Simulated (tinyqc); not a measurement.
What moves the Fermi level: Fermi-Dirac statistics of conduction electrons.

Non-parabolic band E (1 + alpha E) = c k^2/m: n = Nc (2/sqrt(pi)) integral_0^infinity sqrt(x (1 + a x)) (1 + 2 a x) dx/(1 + exp(x - eta)) with a = alpha kT and eta = (EF - Ec)/kT; a = 0 gives n = Nc F_1/2(eta).

Constants: hbar^2/2m0 = 3.80998211 eV angstrom^2; kB = 8.617333262e-05 eV/K.

Values chosen for the exercise (near those of Si, lowest valleys alone; not measured data):
- m = 1.0659 m0 (density-of-states mass of the conduction band)
- T = 265 K
- n = 5.5e+18 1/cm^3 (electron density)
- alpha = 0.52 1/eV (non-parabolicity)

N = 2 (m kB T/(4 pi c))^(3/2) with c = hbar^2/2m0, in 1/angstrom^3; times 1e24 for 1/cm^3.

One parameter was then changed.

Results before and after:
```
case     parabolic EF - Ec (meV)  non-parabolic EF - Ec (meV)
base                      -30.67                       -31.80
changed                   -26.73                       -27.88
```

Which of these changes was made? (a) n = 2.75e+18 1/cm^3; (b) m = 0.9593 m0; (c) alpha = 0.78 1/eV; (d) T = 315 K.

Answer: (b) m = 0.9593 m0. Of the candidates, run in turn, only this one gives the changed row.

All candidates:
```
case                 parabolic EF - Ec (meV)  non-parabolic EF - Ec (meV)
base                                  -30.67                       -31.80
m = 0.9593 m0                         -26.73                       -27.88
T = 315 K                             -44.02                       -45.57
n = 2.75e+18 1/cm^3                   -47.46                       -48.53
alpha = 0.78 1/eV                     -30.67                       -32.35
```

tinyqc: `OMP_NUM_THREADS=1 python tinyqc.py 1650081 1650082 out.jsonl`; about 0.01 s, one thread, shared Intel(R) Xeon(R) Processor @ 2.30GHz.
